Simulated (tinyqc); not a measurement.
Gaps across the alloy: alloy A(1-x)B(x) by interpolation with bowing.

Each gap follows E(x) = (1 - x) E_A + x E_B - C x (1 - x); the lattice constant follows Vegard, a(x) = (1 - x) a_A + x a_B.

Constants: hc = 1239.841984 eV nm.

Inputs chosen for the exercise (A near GaAs, B near GaSb; the results hold for these values, not for the real material):

| symbol | value | unit | meaning |
|---|---|---|---|
| a | (5.661, 6.098) | angstrom | lattice constant of A, B |
| Eg | (1.528, 0.823) | eV | gap at Gamma to the s-like level of A, B |
| EgX | (1.957, 1.141) | eV | gap to the lowest valley along Gamma-X of A, B |
| EgL | (1.819, 0.883) | eV | gap to L of A, B |
| C | (1.339, 1.402, 1.242) | eV | bowing of the Gamma, X and L gaps |

Eleven compositions.

Gaps (eV):

| x | a (angstrom) | Gamma | X | L | lowest | wavelength (nm) |
|---|---|---|---|---|---|---|
| 0.0 | 5.6610 | 1.528 | 1.957 | 1.819 | Gamma | 811 |
| 0.1 | 5.7047 | 1.337 | 1.749 | 1.614 | Gamma | 927 |
| 0.2 | 5.7484 | 1.173 | 1.569 | 1.433 | Gamma | 1057 |
| 0.3 | 5.7921 | 1.035 | 1.418 | 1.277 | Gamma | 1198 |
| 0.4 | 5.8358 | 0.925 | 1.294 | 1.147 | Gamma | 1341 |
| 0.5 | 5.8795 | 0.841 | 1.198 | 1.040 | Gamma | 1475 |
| 0.6 | 5.9232 | 0.784 | 1.131 | 0.959 | Gamma | 1582 |
| 0.7 | 5.9669 | 0.753 | 1.091 | 0.903 | Gamma | 1646 |
| 0.8 | 6.0106 | 0.750 | 1.080 | 0.871 | Gamma | 1654 |
| 0.9 | 6.0543 | 0.773 | 1.096 | 0.865 | Gamma | 1604 |
| 1.0 | 6.0980 | 0.823 | 1.141 | 0.883 | Gamma | 1506 |

What can be read from this table?

The lowest valley is Gamma at every x. The Gamma gap has a minimum inside the range, 0.748 eV at x = (C - (E_B - E_A))/(2C) = 0.763, since the bowing exceeds the difference of the end gaps.

Run: tinyqc, `OMP_NUM_THREADS=1 python tinyqc.py 1050938 1050939 out.jsonl`; Intel(R) Xeon(R) Processor @ 2.30GHz, one thread, shared host; about 0.01 s of CPU time with all checks.
